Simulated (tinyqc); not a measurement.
Worked calculation: coupled-perturbed Hartree-Fock on RHF in the sto-6g basis, for H6, spin multiplicity 1. One step of it, computed by the program tinyqc.

Question. Response to a field: uncoupled start. Field along z; U_ai = -mu_ai / (e_a - e_i), alpha = -4 sum U_ai mu_ai.

orbital energies (hartree): MO1 -0.755696, MO2 -0.613738, MO3 -0.408957, MO4 0.400651, MO5 0.844106, MO6 1.423274

dipole integrals <a|z|i> (bohr):
```
           i1        i2        i3
a4  -0.071331  0.000000  1.830935
a5   0.000000  0.514634  0.000000
a6  -0.171860  0.000000  0.080481
```

Give: uncoupled U; uncoupled polarisability.

Answer.

uncoupled U:
```
       i1      i2      i3
a4  0.062   0.000  -2.262
a5  0.000  -0.353   0.000
a6  0.079   0.000  -0.044
```

uncoupled polarisability = 17.375 bohr^3
